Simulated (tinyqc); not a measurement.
Effective-mass impurity with a central-cell term, in a basis of Slater functions: one step, computed by the program tinyqc.

The envelope obeys H = -nabla^2 - (2/r) [Z + A exp(-kappa r)] in effective units, with kappa = a*/lambda; positive A deepens the well near the core.

Task: Generalised eigenproblem. (T + V + W) c = E S c with c^T S c = 1 and the largest component positive.

Impurity: donor, one isotropic band.

kinetic T (Ry*):
```
[[0.2116, 0.4155835, 0.4057588, 0.2808969],
 [0.4155835, 2.033476, 3.993758, 3.899342],
 [0.4057588, 3.993758, 19.54170, 38.38001],
 [0.2808969, 3.899342, 38.38001, 187.7958]]
```

Coulomb V (Ry*):
```
[[-0.92, -1.194875, -0.9738726, -0.6311431],
 [-1.194875, -2.852, -3.704114, -3.019005],
 [-0.9738726, -3.704114, -8.8412, -11.48275],
 [-0.6311431, -3.019005, -11.48275, -27.40772]]
```

central cell W (Ry*):
```
[[0.008822645, 0.03836513, 0.1178473, 0.2042918],
 [0.03836513, 0.1707479, 0.5508645, 1.020273],
 [0.1178473, 0.5508645, 1.983548, 4.325341],
 [0.2042918, 1.020273, 4.325341, 12.61645]]
```

overlap S:
```
[[1.000000, 0.633550, 0.199540, 0.044560],
 [0.633550, 1.000000, 0.633550, 0.199540],
 [0.199540, 0.633550, 1.000000, 0.633550],
 [0.044560, 0.199540, 0.633550, 1.000000]]
```

Give: two lowest levels; coefficients of the lowest state; <T>; <W>.

Result:

two lowest levels (Ry*): [-0.9026, -0.0157]

coefficients of the lowest state: [0.4659, 0.6747, -0.0745, 0.0058]

<T> = 0.9169 Ry*

<W> = 0.05702 Ry*
